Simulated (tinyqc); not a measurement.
Inside a calculation. Model: global model of a low-pressure process discharge: electron temperature, density, ion flux and ion energy. Computed by tinyqc, a small Python program that keeps every step. Command: `OMP_NUM_THREADS=1 python tinyqc.py 3114346 3114347 out.jsonl plasma walk`. One thread of a shared host (Intel(R) Xeon(R) Processor @ 2.30GHz), about 0.01 s of CPU time with the checks. Intermediate numbers are printed to about 6 digits and carried at full precision; extremes and crossings named in words are read from the listed rows.

Maxwellian electrons with temperature T_e in eV, one positive ion, no negative ions, uniform bulk density n; rate constants have the Arrhenius form.

Inputs (values chosen for the exercise, of the order of those of an inductive discharge in a simple atomic gas):
```
quantity                     value   unit
ion mass M                      32      u
ionisation prefactor K0    5.1e-14  m^3/s
ionisation energy E_iz        15.5     eV
ion-neutral cross section  9.1e-19    m^2
pressure p                    0.32     Pa
gas temperature T_g            500      K
radius R                        17     cm
height L                       4.8     cm
mixing                         0.2      -
```

Constants: k_B = 1.380649e-23 J/K; e = 1.602176634e-19 C; u = 1.6605390666e-27 kg.

## Geometry factors

n_g = p/(k_B T_g); lambda_i = 1/(n_g sigma); h_L = 0.86/sqrt(3 + L/(2 lambda_i)), h_R = 0.8/sqrt(4 + R/lambda_i); A_eff = 2 pi R^2 h_L + 2 pi R L h_R; d_eff = pi R^2 L/A_eff.

gas density n_g = 4.63550e+19 1/m^3

ion mean free path = 2.37062 cm

h_L = 0.429335

h_R = 0.239355

A_eff = 902.324 cm^2

d_eff = 4.82977 cm

## A fixed-point cycle for T_e

Particle balance: K0 exp(-E_iz/T_e) n_g d_eff = u_B, u_B = sqrt(e T_e/M). Cycle: T_out = T sqrt(loss/creation) with loss/creation = u_B/(K0 exp(-E_iz/T) n_g d_eff); T -> T + mixing (T_out - T), kept between 0.3 and 60 eV, from 3 eV; stop at |T_out - T| < 1e-9 eV or after 60 steps.

Course:
```
step   T (eV)  T_out (eV)  residual (eV)
0     3.00000     6.44704    3.44704e+00
1     3.68941     5.15240    1.46299e+00
2     3.98201     4.85743    8.75423e-01
3     4.15709     4.72244    5.65350e-01
4     4.27016     4.64832    3.78161e-01
5     4.34579     4.60373    2.57934e-01
6     4.39738     4.57541    1.78030e-01
...       ...         ...            ...
53    4.51615     4.51615    1.39325e-08
54    4.51615     4.51615    9.84735e-09
55    4.51615     4.51615    6.95998e-09
56    4.51615     4.51615    4.91923e-09
57    4.51615     4.51615    3.47685e-09
58    4.51615     4.51615    2.45739e-09
59    4.51615     4.51615    1.73685e-09
```

last residual = 1.73685e-09 eV

Not converged in 60 steps: the residual falls at every step, but slowly, by a factor of about 0.707 a step. The slope of T_out at the root is 5/4 - E_iz/(2 T_e), and the cycle needs |1 + mixing (slope - 1)| < 1.

Reruns converge with mixing = 0.3. Reruns still fail with mixing = 0.15.
